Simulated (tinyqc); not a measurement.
Worked calculation: carrier statistics of a doped semiconductor with parabolic bands. Values are carried at full precision from step to step, so a last printed digit may differ when a step is redone from the rounded ones.

Constants: kB = 8.617333262e-05 eV/K; hbar^2/2m0 = 3.80998211 eV angstrom^2.

Inputs chosen for the exercise (near those of GaP; not measured data): Eg0 = 2.348 eV (gap at 0 K); al = 0.000572 eV/K (Varshni alpha); be = 371 K (Varshni beta); T = 280 K; ml = 2 m0 (longitudinal electron mass); mt = 0.253 m0 (transverse electron mass); Mv = 3 (equivalent valleys); mhh = 0.788 m0 (heavy-hole mass); mlh = 0.141 m0 (light-hole mass); ND = 3.5e+15 1/cm^3 (donors); NA = 1.1e+12 1/cm^3 (acceptors); ED = 0.0899 eV (donor level below Ec); EA = 0.0545 eV (acceptor level above Ev).

## Gap and thermal energy

Eg(T) = Eg0 - al T^2/(T + be) (Varshni).

Eg = 2.279114 eV
kT = 0.0241285 eV

The gap has shrunk by 68.9 meV from 0 K and is 94.5 kT wide.

## Effective densities of states

m_de = Mv^(2/3) (ml mt^2)^(1/3); m_dh = (mhh^(3/2) + mlh^(3/2))^(2/3); N = 2 (m kB T/(4 pi c))^(3/2) with c = hbar^2/2m0, in 1/angstrom^3; times 1e24 for 1/cm^3.

m_de = 1.0483 m0
m_dh = 0.8273 m0
Nc = 2.42876e+19 1/cm^3
Nv = 1.70256e+19 1/cm^3

The light holes supply 7.0 % of Nv, and Nc/Nv = 1.43.

## Intrinsic density and level

With Boltzmann statistics ni = sqrt(Nc Nv) exp(-Eg/2kT) and Ei = Eg/2 + (kT/2) ln(Nv/Nc), counted from Ev.

ni = 0.0627 1/cm^3
Ei = 1.1353 eV

Ei lies 4.3 meV below midgap, towards the band with the smaller density of states.

## Neutrality by bisection

Energies are counted from Ev, so Ec = Eg. n = Nc F_1/2((EF - Eg)/kT), p = Nv F_1/2(-EF/kT), ND+ = ND/(1 + 2 exp((EF - Eg + ED)/kT)), NA- = NA/(1 + 4 exp((EA - EF)/kT)); neutrality asks p + ND+ = n + NA-. F_j(eta) = (1/Gamma(j + 1)) integral_0^infinity x^j dx/(1 + exp(x - eta)), which tends to exp(eta) for eta << 0.

Start from the bracket [-0.2 eV, Eg + 0.2 eV]; at the midpoint EF take the sign of p + ND+ - n - NA-; where it is positive EF must rise. Fourteen steps are shown.

Bisection (eV, 1/cm^3):
```
step       low     high       EF         n         p       ND+       NA-  sign
1     -0.20000  2.47911  1.13956    0.0749    0.0525  3.50e+15  1.10e+12     +
2      1.13956  2.47911  1.80934  8.51e+10  4.62e-14  3.50e+15  1.10e+12     +
3      1.80934  2.47911  2.14422  9.06e+16  4.33e-20  2.67e+15  1.10e+12     -
4      1.80934  2.14422  1.97678  8.78e+13  4.47e-17  3.50e+15  1.10e+12     +
5      1.97678  2.14422  2.06050  2.82e+15  1.39e-18  3.47e+15  1.10e+12     +
6      2.06050  2.14422  2.10236  1.60e+16  2.46e-19  3.32e+15  1.10e+12     -
7      2.06050  2.10236  2.08143  6.72e+15  5.85e-19  3.42e+15  1.10e+12     -
8      2.06050  2.08143  2.07097  4.35e+15  9.02e-19  3.45e+15  1.10e+12     -
9      2.06050  2.07097  2.06574  3.51e+15  1.12e-18  3.46e+15  1.10e+12     -
10     2.06050  2.06574  2.06312  3.15e+15  1.25e-18  3.46e+15  1.10e+12     +
11     2.06312  2.06574  2.06443  3.32e+15  1.18e-18  3.46e+15  1.10e+12     +
12     2.06443  2.06574  2.06508  3.41e+15  1.15e-18  3.46e+15  1.10e+12     +
13     2.06508  2.06574  2.06541  3.46e+15  1.14e-18  3.46e+15  1.10e+12     +
14     2.06541  2.06574  2.06557  3.48e+15  1.13e-18  3.46e+15  1.10e+12     -
```

Each step halves the bracket, which is 0.327 meV wide at the last row.

## The neutral state

Solve the neutrality condition for EF to convergence.

EF = 2.0654 eV
n = 3.46e+15 1/cm^3
p = 1.14e-18 1/cm^3
ND+ = 3.46e+15 1/cm^3
NA- = 1.10e+12 1/cm^3

The material is n-type; 98.8 % of the donors are ionised. EF lies 8.86 kT inside the gap from the conduction edge, so Boltzmann statistics would serve; n p/(Nc Nv exp(-Eg/kT)) = 1.000.

## Checks

- F_1/2(1) by the trapezoid rule against adaptive quadrature: both 1.575641.
- Positive against negative charge at the solution (1/cm^3): both 3.45911e+15.

Program tinyqc; command `OMP_NUM_THREADS=1 python tinyqc.py 1680568 1680569 out.jsonl`; about 0.02 s on one thread of a shared Intel(R) Xeon(R) Processor @ 2.30GHz.
